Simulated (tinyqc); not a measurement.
Thickness: WKB tunnelling through a gate dielectric with a two-band (Franz) dispersion.

At depth x the conduction edge lies u(x) = phi - V x/t above the electron. Parabolic: kappa = sqrt(m u/c). Franz: kappa = sqrt(m u (1 - u/Eg)/c), which vanishes at both band edges. c = hbar^2/2m0. T = exp(-2 integral of kappa dx) over the region u > 0; no image force, no prefactor, zero transverse momentum. The region ends at x_e = min(t, phi t/V); x_e < t is the Fowler-Nordheim regime.

Constants: hbar^2/2m0 = 3.80998211 eV angstrom^2.

Parameters, chosen for this exercise (of the size used for SiO2 on silicon; not measured data):
```
symbol  value  unit  meaning
Eg      8.85   eV    gap of the dielectric
phi     3.05   eV    barrier above the electron energy at the emitter
m       0.47   m0    mass at the conduction edge
V       0.4    V     voltage across the layer
```

The same voltage across layers of other thickness. The last column is the thickness that changes T by a factor of ten, ln(10)/(2 I/t).

Transmission:
```
t (angstrom)  field (MV/cm)  T parabolic   T Franz  angstrom per decade, Franz
8                      5.00     7.60e-05  0.000406                       2.359
10                     4.00     7.09e-06  5.77e-05                       2.359
12                     3.33     6.62e-07  8.19e-06                       2.359
15                     2.67     1.89e-08  4.38e-07                       2.359
20                     2.00     5.03e-11  3.33e-09                       2.359
25                     1.60     1.34e-13  2.53e-11                       2.359
30                     1.33     3.57e-16  1.92e-13                       2.359
40                     1.00     2.53e-21  1.11e-17                       2.359
```

At fixed voltage the exponent is proportional to t: T falls tenfold for each 2.36 angstrom. The ratio of Franz to parabolic grows with t, from 5.35 at 8 to 4.38e+03 at 40 angstrom.

Program tinyqc; command `OMP_NUM_THREADS=1 python tinyqc.py 1450211 1450212 out.jsonl`; about 0.01 s on one thread of a shared Intel(R) Xeon(R) Processor @ 2.30GHz.
